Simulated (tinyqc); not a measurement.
Inside a calculation. Method: sp3 tight binding, zinc-blende lattice. One step of it, computed by the program tinyqc.

Problem. Bloch Hamiltonian at G. Slater-Koster rules over the four bonds with direction cosines (l, m, n): ss V_ss; s-px l V_sp; px-s -l V_sp; px-px l^2 V_pps + (1 - l^2) V_ppp; px-py l m (V_pps - V_ppp); each times exp(i k.d).

Parameters chosen for this model: zinc-blende lattice, anion at 0, cation at a/4 (1,1,1); V = eta hbar^2 / (m d^2), hbar^2/m = 7.619964 eV angstrom^2:
```
parameter          value      unit
a               5.500000  angstrom
d               2.381570  angstrom
Es anion      -16.410000        eV
Ep anion       -7.560000        eV
Es cation     -10.780000        eV
Ep cation      -4.620000        eV
eta ss         -1.400000
eta sp          1.840000
eta pp sigma    3.240000
eta pp pi      -0.810000
V ss           -1.880851        eV
V sp            2.471975        eV
V pp sigma      4.352826        eV
V pp pi        -1.088206        eV
```

k point G (2 pi / a): 0  0  0

Give: H(k) at G.

Solution.

H(k) at G (eV):
```
          a s    a px    a py    a pz      c s    c px    c py    c pz
a s   -16.410   0.000   0.000   0.000   -7.523   0.000   0.000   0.000
a px    0.000  -7.560   0.000   0.000    0.000   2.902   0.000   0.000
a py    0.000   0.000  -7.560   0.000    0.000   0.000   2.902   0.000
a pz    0.000   0.000   0.000  -7.560    0.000   0.000   0.000   2.902
c s    -7.523   0.000   0.000   0.000  -10.780   0.000   0.000   0.000
c px    0.000   2.902   0.000   0.000    0.000  -4.620   0.000   0.000
c py    0.000   0.000   2.902   0.000    0.000   0.000  -4.620   0.000
c pz    0.000   0.000   0.000   2.902    0.000   0.000   0.000  -4.620
```
